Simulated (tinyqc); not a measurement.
Inside a calculation. Model: deep trap from a strong local potential in a two-band host (Koster-Slater model with semi-elliptic bands). Computed by tinyqc, a small Python program that keeps every step. Command: `OMP_NUM_THREADS=1 python tinyqc.py 3008784 3008785 out.jsonl deeptrap walk`. One thread of a shared host (Intel(R) Xeon(R) Processor @ 2.30GHz), about 0.02 s of CPU time with the checks. Intermediate numbers are printed to about 6 digits and carried at full precision; extremes and crossings named in words are read from the listed rows.

The valence band spans -2 W_v to 0 and the conduction band E_g to E_g + 2 W_c. The orbital at the impurity site has weight f_v in the valence band and 1 - f_v in the conduction band, each spread as a semi-ellipse (2/(pi W^2)) sqrt(W^2 - x^2) about the band centre. The impurity adds U to this orbital. Spin is left out.

Inputs (values chosen for the exercise, for a model semiconductor): gap E_g = 2.66 eV; half-width of the valence band W_v = 3.7 eV; half-width of the conduction band W_c = 4.1 eV; valence weight f_v of the site orbital = 0.6; impurity potential U = 21 eV; levels per band n = 4; trial energy E = 1.31 eV.

Impurity: repulsive, acceptor-like.

## Green function at the trial energy

In the gap G(E) = f_v (2/W_v^2)[x - sqrt(x^2 - W_v^2)] - (1 - f_v)(2/W_c^2)[y - sqrt(y^2 - W_c^2)], x = E + W_v, y = E_g + W_c - E. The potential that would put a level at E is U = 1/G(E).

valence part = 0.143063 1/eV

conduction part = -0.0884896 1/eV

G(E) = 0.0545739 1/eV

potential needed = 18.3238 eV

## Thresholds and the vacancy level

G falls across the gap from G(0) to G(E_g). A repulsive U binds if U > 1/G(0), an attractive one if U < 1/G(E_g); the vacancy level (U infinite) solves G(E) = 0 (bisection).

G(0) = 0.258398 1/eV

G(E_g) = -0.0910724 1/eV

repulsive threshold = 3.87000 eV

attractive threshold = -10.9803 eV

vacancy level = 2.10657 eV

## The trap level

The trap level solves G(E) = 1/U (bisection). With D = -dG/dE = D_v + D_c, D_v = f_v (2/W_v^2)[x/sqrt(x^2 - W_v^2) - 1] and D_c = (1 - f_v)(2/W_c^2)[y/sqrt(y^2 - W_c^2) - 1], the weight on the impurity orbital is 1/(U^2 D) and the conduction-band character is D_c/D.

trap level E_t = 1.41476 eV

weight on the impurity orbital = 0.0344167

conduction-band character = 0.403489

depth below the conduction band = 1.24524 eV

The level comes up from the valence band and has covered 67 % of the way to the vacancy level, which it can never pass; 97 % of the state lies on host orbitals.

## The same problem as a small matrix

Each band is replaced by n levels e_k = centre + W cos(k pi/(n + 1)) with weights w_k = f (2/(n + 1)) sin^2(k pi/(n + 1)), k = 1..n (valence first); H_kl = e_k delta_kl + U sqrt(w_k w_l).

host levels e_k (eV): [-0.7066, -2.5566, -4.8434, -6.6934, 10.0770, 8.0270, 5.4930, 3.4430]

weights w_k: [0.082918, 0.217082, 0.217082, 0.082918, 0.055279, 0.144721, 0.144721, 0.055279]

H (eV):
$$\begin{pmatrix}
1.0346 & 2.8174 & 2.8174 & 1.7413 & 1.4217 & 2.3004 & 2.3004 & 1.4217 \\
2.8174 & 2.0021 & 4.5587 & 2.8174 & 2.3004 & 3.7222 & 3.7222 & 2.3004 \\
2.8174 & 4.5587 & -0.2846 & 2.8174 & 2.3004 & 3.7222 & 3.7222 & 2.3004 \\
1.7413 & 2.8174 & 2.8174 & -4.9521 & 1.4217 & 2.3004 & 2.3004 & 1.4217 \\
1.4217 & 2.3004 & 2.3004 & 1.4217 & 11.2378 & 1.8783 & 1.8783 & 1.1609 \\
2.3004 & 3.7222 & 3.7222 & 2.3004 & 1.8783 & 11.0661 & 3.0391 & 1.8783 \\
2.3004 & 3.7222 & 3.7222 & 2.3004 & 1.8783 & 3.0391 & 8.5322 & 1.8783 \\
1.4217 & 2.3004 & 2.3004 & 1.4217 & 1.1609 & 1.8783 & 1.8783 & 4.6039
\end{pmatrix}$$

## Levels of the small matrix

Diagonalise H (2n rows). The trap level, between the highest valence and the lowest conduction e_k, is number n + 1 from below for an attractive impurity and number n for a repulsive one.

levels (eV): [-6.4061, -3.9366, -1.2787, 1.4153, 3.9733, 6.8192, 9.6544, 22.9991]

trap level of the matrix = 1.41529 eV

It misses the Green-function level by +0.0005 eV. The lone level at 23.00 eV is the split-off partner, which holds a large part of the impurity orbital.

## Chemical trend: level against potential

U is 1.05, 1.2, 1.5, 2, 3, 5, 10 and 30 times the threshold, rounded to three digits; the largest values are formal and only show the vacancy limit.

Trend:
```
U (eV)  E_t (eV)  weight on the impurity  conduction character  E_t - vacancy level (eV)
4.06     0.00266                0.027096              0.005485                  -2.10391
4.64     0.03643                0.083833              0.022482                  -2.07014
5.81     0.16814                0.131022              0.058322                  -1.93843
7.74     0.43198                0.134461              0.119924                  -1.67459
11.60    0.87244                0.092597              0.233275                  -1.23413
19.40    1.35539                0.039996              0.383126                  -0.75118
38.70    1.74581                0.009983              0.524458                  -0.36076
116.00   1.99322                0.001013              0.622847                  -0.11335
```

dE_t/dU equals the weight on the impurity, which peaks at 0.134 (U = 7.74 eV) and falls to 0.0010 in the last row, so beyond the peak each further eV of potential moves the level less. The level nears the vacancy level, 2.107 eV, as 1/U: it is 0.361 eV away at 10 times the threshold and 0.113 eV at 30 times, and the state is then host-like.

## Opening the gap, as alloying or pressure does

The conduction band is shifted rigidly; widths, weights and U stay.

Against the gap:
```
E_g (eV)  E_t (eV)  depth below E_c (eV)  conduction character
1.33       0.83579               0.49421              0.475371
1.73       1.02020               0.70980              0.448006
2.13       1.19498               0.93502              0.426642
2.39       1.30433               1.08567              0.414720
2.66       1.41476               1.24524              0.403489
3.06       1.57310               1.48690              0.388460
3.46       1.72572               1.73428              0.374869
4.26       2.01573               2.24427              0.350726
```

As the conduction band moves up by 2.930 eV the level follows by 1.180 eV, a mean slope of 0.40; the local slope is the conduction character. A shallow donor would follow with slope 1 and a shallow acceptor with slope 0.

Checks made by the program: closed form against a 4000-point quadrature of the densities of states (relative difference below 1e-10); 200 levels per band against the Green function (relative difference below 1e-10).
